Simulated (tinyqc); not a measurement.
# Energy and delay of logic against supply voltage: what changes with what

One expression serves below and above threshold: I(Vg) = Ik [ln(1 + exp((Vg - VT + dd V)/(al nf Vt)))]^al, with I_on = I(V) and I_off = I(0). Gate delay td = kd C V/I_on, clock period LD td. Per gate and cycle the switching energy is act C V^2 and the leakage energy I_off V LD td. No short-circuit current, no variation. Minima are sought above 0.09 V; below a few Vt gates no longer switch and the model has no meaning.

Values chosen for this exercise; values of the order met in logic technologies:

| symbol | value | unit | meaning |
|---|---|---|---|
| T | 300 | K | temperature |
| VT | 0.31 | V | threshold voltage at zero drain bias |
| nf | 1.38 |  | slope factor |
| dd | 0.04 |  | barrier lowering per volt of supply |
| Ik | 0.92 | uA | specific current of a gate |
| al | 1.84 |  | exponent of the current law |
| C | 0.96 | fF | load capacitance of a gate |
| kd | 0.7 |  | delay factor |
| LD | 60 |  | logic depth |
| act | 0.1 |  | activity factor |

Constants: q = 1.602176634e-19 C, kB = 1.380649e-23 J/K, Vt = kB T/q. Results are converted to the units shown.

Each table varies one quantity; the others keep the values above.

## Energy and delay against supply voltage

EDP = energy times td.

Results:
```
V (V)	I_on (uA)	I_off (nA)	td (ps)	switching (aJ)	leakage (aJ)	energy (aJ)	EDP (fJ ps)
0.15	0.011279	0.18164	8936.9	2.1600	14.609	16.769	149.87
0.27	0.25252	0.20766	718.53	6.9984	2.4171	9.4155	6.7653
0.38	2.0347	0.23476	125.50	13.862	0.67174	14.534	1.8241
0.5	7.9977	0.26836	42.012	24.000	0.33823	24.338	1.0225
0.62	18.480	0.30675	22.545	36.902	0.25726	37.160	0.83776
0.73	31.679	0.34673	15.485	51.158	0.23517	51.394	0.79585
0.97	71.411	0.45289	9.1280	90.326	0.24060	90.567	0.82669
1.08	94.389	0.51182	7.6891	111.97	0.25502	112.23	0.86294
1.2	122.75	0.58484	6.5696	138.24	0.27664	138.52	0.91000
```

Estimate the missing row, V = 0.85 V.

Computed row:
```
V (V)	I_on (uA)	I_off (nA)	td (ps)	switching (aJ)	leakage (aJ)	energy (aJ)	EDP (fJ ps)
0.85	49.724	0.39629	11.487	69.360	0.23217	69.592	0.79943
```

With this row back in the table: td falls from 8940 to 6.57 ps; the energy goes from 16.8 through a minimum of 9.42 (at V = 0.27 V among the rows listed) to 139 aJ and the EDP goes from 150 through a minimum of 0.796 (at V = 0.73 V among the rows listed) to 0.910 fJ ps. The exact minima lie at V = 0.251 V for the energy and 0.774 V for the EDP. Going from 1.2 V to the energy minimum saves a factor of 15.0 in energy and costs a factor of 159 in delay. Below the minimum the leakage energy rises faster than the switching energy falls, because the clock period grows so steeply.

## Optimum supplies against the activity factor

Same model as above.

V_min minimises the energy and V_EDP the product of energy and td.

Optimum supplies against the activity factor:
```
act	V_min (V)	energy at V_min (aJ)	leakage share (%)	clock at V_min (MHz)	V_EDP (V)	clock at V_EDP (GHz)
0.002	0.4655	0.8049	48.31	309.2	0.8913	1.580
0.005	0.4061	1.340	40.91	179.1	0.8291	1.386
0.01	0.3663	2.047	37.05	111.7	0.8023	1.302
0.02	0.3298	3.195	34.65	66.11	0.7871	1.254
0.05	0.2844	5.853	33.65	30.48	0.7771	1.223
0.1	0.2511	9.250	34.57	15.96	0.7737	1.212
0.2	0.2173	14.44	37.21	7.919	0.7719	1.207
0.5	0.1690	24.91	44.93	2.802	0.7708	1.203
```

As act goes from 0.002 to 0.5, V_min falls from 0.466 to 0.169 V, the energy there rises from 0.805 to 24.9 aJ, the clock there falls from 309 to 2.80 MHz and V_EDP falls from 0.891 to 0.771 V. act and LD enter V_min only through the ratio act/LD.

Computed by the program tinyqc: `OMP_NUM_THREADS=1 python tinyqc.py 2082106 2082107 out.jsonl`, one thread of a shared Intel Xeon 2.30GHz, about 0.01 s for the whole run.
